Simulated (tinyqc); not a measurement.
# Changing the test area A

Model: time-dependent dielectric breakdown: cell percolation, Weibull statistics, area scaling and voltage extrapolation. Computed by tinyqc, a small Python program. Command: `OMP_NUM_THREADS=1 python tinyqc.py 3016091 3016092 out.jsonl tddb sweep`. One thread of a shared host (Intel(R) Xeon(R) Processor @ 2.30GHz), about 0.01 s of CPU time with the checks.

The oxide is divided into columns of area a^2, each holding m = t_ox/a cells (m is taken as continuous). A share lambda(t) = (t/t_1)^alpha of the cells is defective, and a column whose cells are all defective breaks down.

Inputs (values chosen for the exercise, for a model gate oxide):

| quantity | value | unit |
|---|---|---|
| oxide thickness t_ox | 3.6 | nm |
| defect cell size a | 1.2 | nm |
| exponent alpha of defect growth | 0.9 | - |
| time t_1 at which the occupied share would reach 1 | 8900 | s |

Method. Failure fraction F = 1 - (1 - lambda^m)^N with N = A/a^2 columns, which for small lambda^m is 1 - exp(-(t/t63)^beta) with beta = alpha m and t63 = t_1 N^(-1/beta); critical share lambda(t63) = N^(-1/m). 1 um^2 = 1e6 nm^2.

One run for each value:

| test area A (um^2) | characteristic life t63 (s) | critical share of defective cells |
|---|---|---|
| 0.001 | 7.8874e+02 | 1.1292e-01 |
| 0.01 | 3.3617e+02 | 5.2415e-02 |
| 0.1 | 1.4328e+02 | 2.4329e-02 |
| 1 | 6.1069e+01 | 1.1292e-02 |
| 10 | 2.6029e+01 | 5.2415e-03 |
| 100 | 1.1094e+01 | 2.4329e-03 |
| 1000 | 4.7283e+00 | 1.1292e-03 |
| 10000 | 2.0153e+00 | 5.2415e-04 |
| 100000 | 8.5895e-01 | 2.4329e-04 |

Over the rows, characteristic life t63 (s) falls from 789 to 0.859 (exponent d ln y / d ln x about -0.37 throughout); critical share of defective cells falls from 0.113 to 2.43e-4 (exponent d ln y / d ln x about -0.33 throughout). The exponent of t63 is -1/beta = -0.370, which is how area scaling measures beta.

Caution (all rows): t_1 is an input here; in a real oxide it changes with thickness at fixed voltage.
